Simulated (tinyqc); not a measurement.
Valley splitting in a one-orbital chain of atomic planes (second-neighbour model): one step. Hoppings from the valley position and mass. Four cases, with inputs chosen for the exercise.

Question. The curvature at the minimum is d2E/dphi2 = 8 u sin^2(phi0) = (2c/ml)/(a/4)^2 with c = hbar^2/2m0; v = -4 u cos(phi0); e0 = 2u + v^2/(4u).

Each (001) plane carries one orbital with energy e0, hopping v to the next plane and u to the second: E(phi) = e0 + 2 v cos(phi) + 2 u cos(2 phi), where phi = pi - k a/4 (the sign of every second orbital is chosen so that v > 0, which shifts the phase by pi). The minimum lies at cos(phi0) = -v/(4u), phi0 = pi - (pi/2) k0 for a valley at k0 (2 pi/a), and e0 puts it at zero. A slab of N planes has hard walls: the matrix simply ends.

Constants: hbar^2/2m0 = 3.80998211 eV angstrom^2.

Give: phi0; u; v; e0.

Case 1.

Values chosen (out of a larger set: near those of the Delta valleys of silicon; abrupt walls in this chain split the valleys several times more than measured wells; not measured data):
- a = 5.437 angstrom (lattice constant; planes lie a/4 apart)
- k0 = 0.807 2 pi/a (position of the valley)
- ml = 0.869 m0 (longitudinal mass)

Answer.

phi0 = 1.87396 rad
u = 0.65131 eV
v = 0.77777 eV
e0 = 1.53481 eV

Case 2.

Values chosen (out of a larger set: near those of the Delta valleys of silicon; abrupt walls in this chain split the valleys several times more than measured wells; not measured data):
- a = 5.422 angstrom (lattice constant; planes lie a/4 apart)
- k0 = 0.82 2 pi/a (position of the valley)
- ml = 0.967 m0 (longitudinal mass)

Answer.

phi0 = 1.85354 rad
u = 0.58134 eV
v = 0.64875 eV
e0 = 1.34367 eV

Case 3.

Values chosen (out of a larger set: near those of the Delta valleys of silicon; abrupt walls in this chain split the valleys several times more than measured wells; not measured data):
- a = 5.437 angstrom (lattice constant; planes lie a/4 apart)
- k0 = 0.852 2 pi/a (position of the valley)
- ml = 0.931 m0 (longitudinal mass)

Answer.

phi0 = 1.80327 rad
u = 0.58479 eV
v = 0.53892 eV
e0 = 1.29374 eV

Case 4.

Values chosen (out of a larger set: near those of the Delta valleys of silicon; abrupt walls in this chain split the valleys several times more than measured wells; not measured data):
- a = 5.441 angstrom (lattice constant; planes lie a/4 apart)
- k0 = 0.843 2 pi/a (position of the valley)
- ml = 0.867 m0 (longitudinal mass)

Answer.

phi0 = 1.81741 rad
u = 0.63138 eV
v = 0.61654 eV
e0 = 1.41327 eV

Computed by tinyqc, one run a case: `OMP_NUM_THREADS=1 python tinyqc.py N N+1 out.jsonl` with N = 1451040, 1451096, 1451149, 1451252; one thread of a shared Intel(R) Xeon(R) Processor @ 2.30GHz, about 0.02 s a run at most.
